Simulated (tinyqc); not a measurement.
# Changing the film density rho

Model: X-ray reflectivity of a thin film on silicon: critical angles, Parratt recursion, fringes and roughness. Computed by tinyqc, a small Python program. Command: `OMP_NUM_THREADS=1 python tinyqc.py 3121516 3121517 out.jsonl xrr sweep`. One thread of a shared host (Intel(R) Xeon(R) Processor @ 2.30GHz), about 0.01 s of CPU time with the checks.

n = 1 - delta + i beta; the classical electron radius is r_e = 2.8179403e-6 nm. Layer 0 is vacuum, 1 the film, 2 the substrate.

Inputs (values chosen for the exercise, modelled on Si3N4 on silicon, copper K-alpha radiation):
```
quantity                                        value     unit
wavelength lambda                             0.15406       nm
effective electrons per unit mass, film           0.5    mol/g
beta/delta, film                                0.018        -
film thickness d                                 51.4       nm
roughness of the surface sigma_1                 0.19       nm
roughness of the interface sigma_2               0.23       nm
substrate density                                2.33   g/cm^3
effective electrons per unit mass, substrate    0.507    mol/g
beta/delta, substrate                           0.023        -
grazing angle theta                              1.65  degrees
```

Constants: N_A = 6.02214076e+23 1/mol.

Method:
- delta = r_e lambda^2 rho_e/(2 pi), rho_e = density x electrons per mass x N_A; critical angle sqrt(2 delta), q_c = 4 sqrt(pi r_e rho_e).
- k_j = (2 pi/lambda) sqrt(sin^2 theta - 2 delta_j + 2 i beta_j); r_ij = (k_i - k_j)/(k_i + k_j) x exp(-2 k_i k_j sigma^2) (Nevot-Croce); r = (r_01 + r_12 p)/(1 + r_01 r_12 p), p = exp(2 i k_1 d); R = |r|^2.
- Far above the critical angle the period is d theta = lambda/(2 d), or 2 pi/d in q; the envelope runs between (|r_01| - |r_12 p|)^2 and (|r_01| + |r_12 p|)^2; contrast = 2 a b/(a^2 + b^2) with a = |r_01|, b = |r_12 p|; roughness factors on the amplitudes are about exp(-q^2 sigma^2/2).

One run for each value:
```
film density rho (g/cm^3)  critical angle of the film (degrees)  contrast  reflectivity R
1.45                                                     0.1747    0.8825       1.510e-05
1.71                                                     0.1897    0.6418       1.601e-05
1.98                                                     0.2041    0.3552       1.678e-05
2.25                                                     0.2176    0.0953       1.733e-05
2.52                                                     0.2303    0.1178       1.766e-05
2.79                                                     0.2423    0.2829       1.789e-05
3.06                                                     0.2538    0.4098       1.821e-05
3.32                                                     0.2643    0.5043       1.888e-05
```

Over the rows, critical angle of the film (degrees) rises from 0.175 to 0.264 (exponent d ln y / d ln x about 0.50 throughout); contrast goes from 0.883 through a minimum among these rows, 0.0953 at 2.25, to 0.504; reflectivity R rises from 1.51e-5 to 1.89e-5 (exponent d ln y / d ln x 0.35 between the first rows and 0.44 between the last). The exponent of critical angle of the film stays at 0.50: delta is proportional to the density.

Extremes, crossings and ranges named in words are read from the listed rows.
